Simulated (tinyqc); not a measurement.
Wannier function of the lower band of a two-orbital chain: sweeps and comparisons. A value that a table varies takes the place of the one given here.

H(k) = [[-d/2 - 2 ta cos k, -t1 - t2 exp(-ik)], [-t1 - t2 exp(ik), d/2 - 2 tb cos k]], k in 1/a, Bloch sums with exp(ikR) and without the positions inside the cell. Mesh k_j = 2 pi j/N. Projection gauge: each lower eigenvector u is multiplied by the phase that makes <trial|u> real and positive (the one-band case of Loewdin orthogonalisation). Wannier amplitudes w(R) = (1/N) sum_k exp(ikR) u(k); hoppings H(R) = (1/N) sum_k exp(-ikR) E(k).

Values chosen for the exercise:
- d = 1.4 eV (A at -d/2, B at +d/2)
- t1 = 2.34 eV (A-B in the cell)
- t2 = 0.51 eV (B to A of the next cell)
- ta = 0.33 eV (A-A between cells)
- tb = -0.09 eV (B-B between cells)
- xb = 0.52 a (position of B (A at 0))
- th = 45 degrees (trial orbital cos(th) A + sin(th) B in cell 0)

## Convergence with the mesh

Centre and Omega_I from overlaps M_j = u_j^+ diag(1, exp(-i b xb)) u_(j+1), b = 2 pi/N: centre -(1/2 pi) sum arg M, Omega_I = (1/(N b^2)) sum (1 - |M|^2). Largest error of the Fourier interpolation on 41 points from 0 to pi.

Mesh:
```
N   centre (a)  Omega_I (a^2)  H(1) (eV)  largest error (meV)
3      0.18287        0.05964   -0.41177               43.806
4      0.18917        0.06398   -0.42272                4.281
6      0.19283        0.06780   -0.42153                0.650
8      0.19411        0.06926   -0.42150                0.104
12     0.19503        0.07036   -0.42150                0.003
16     0.19534        0.07075   -0.42150                0.000
24     0.19557        0.07104   -0.42150                0.000
```

How do the results move?

The interpolation error falls exponentially, from 4.3 meV at N = 4 to 0.003 at N = 12, because the hoppings decay exponentially for an isolated band (smallest gap 3.70 eV). Omega_I carries a finite-difference error and converges as a power: against the value 0.07127 on 400 points it is off by -0.00091 at N = 12 and -0.00023 at N = 24, an exponent of 1.99, near the limit 2.

## Choice of the trial orbital

N = 16. Centre, Omega_I and Omega_D from overlaps (b = 2 pi/N, M_j = u_j^+ diag(1, exp(-i b xb)) u_(j+1); Omega_D = (1/(N b^2)) sum (arg M_j + b centre)^2).

Trial angle:
```
th (deg)  smallest projection  centre (a)  Omega_I (a^2)  Omega_D (a^2)
0                       0.759      0.1953        0.07075        0.00613
15                      0.901      0.1953        0.07075        0.00264
30                      0.983      0.1953        0.07075        0.00089
45                      0.983      0.1953        0.07075        0.00010
60                      0.901      0.1953        0.07075        0.00014
75                      0.758      0.1953        0.07075        0.00147
90                      0.563      0.1953        0.07075        0.00616
```

How do the results move?

Omega_I is the same for all. Omega_D is smallest at 45 degrees (0.00010) and largest at 90 (0.00616). The centre does not move.

## Centre against ionicity

N = 24, d varied. Overlaps M_j = u_j^+ diag(1, exp(-i b xb)) u_(j+1), b = 2 pi/N; centre -(1/2 pi) sum arg M_j folded into [0, 1); Omega_I = (1/(N b^2)) sum (1 - |M_j|^2); charge moved is -2 times the shift of the centre from its value at d = 0 (a doubly filled band); weight on A averaged over the mesh.

Against d:
```
d (eV)  centre (a)  charge moved (e)  weight on A  Omega_I (a^2)
-6.0        0.4684           -0.3865        0.111         0.0274
-3.0        0.4094           -0.2685        0.233         0.0515
-1.5        0.3531           -0.1560        0.344         0.0670
-0.5        0.3030           -0.0559        0.439         0.0746
0.0         0.2751            0.0000        0.490         0.0763
0.5         0.2463            0.0576        0.543         0.0761
1.5         0.1902            0.1697        0.644         0.0702
3.0         0.1229            0.3045        0.766         0.0537
6.0         0.0540            0.4421        0.893         0.0271
```

How do the results move?

For large positive d the function sits on A (centre 0.054) and for large negative d on B at 0.52 (centre 0.468); at d = 0 it lies at 0.275, on the bond inside the cell, the stronger one. Among these rows the spread is largest at d = 0 eV.

## What each parameter does

N = 24: centre (folded into [0, 1)) and Omega_I from overlaps M_j = u_j^+ diag(1, exp(-i b xb)) u_(j+1), b = 2 pi/N: centre = -(1/2 pi) Im ln prod M_j, Omega_I = mean(1 - |M_j|^2)/b^2; and the first two hoppings H(R). Each row changes one parameter from the base and keeps the others.

Results:
```
case             centre (a)  Omega_I (a^2)  H(1) (eV)  H(2) (eV)
base                 0.1956         0.0710    -0.4215     0.0096
d = 1.7 eV           0.1799         0.0683    -0.4288     0.0103
t1 = 2.49 eV         0.1988         0.0706    -0.4196     0.0088
t2 = 0.41 eV         0.1943         0.0689    -0.3743     0.0042
ta = 0.43 eV         0.1994         0.0728    -0.4845     0.0064
xb = 0.57 a          0.2138         0.0837    -0.4215     0.0096
th = 55 degrees      0.1956         0.0710    -0.4215     0.0096
```

What does this show?

The largest shifts from the base row, up to three for each result and ties (the steps differ in size, so this ranks the rows, not the parameters). centre (a): xb +0.0182, d -0.0157, ta +0.0038; unchanged at the printed digits by th. Omega_I (a^2): xb +0.0127, d -0.0028, t2 -0.0021; unchanged at the printed digits by th. H(1) (eV): ta -0.0630, t2 +0.0472, d -0.0073; unchanged at the printed digits by xb and th. H(2) (eV): t2 -0.0054, ta -0.0032, t1 -0.0008; unchanged at the printed digits by xb and th. The trial angle is a choice of gauge and moves none of these; xb enters the position operator alone, so it leaves the hoppings.

Computed by tinyqc, a small Python program: `OMP_NUM_THREADS=1 python tinyqc.py 1451762 1451763 out.jsonl` (the numbers bound the seed that draws the inputs); one thread of a shared host (Intel(R) Xeon(R) Processor @ 2.30GHz), about 0.2 s for the whole set of steps.
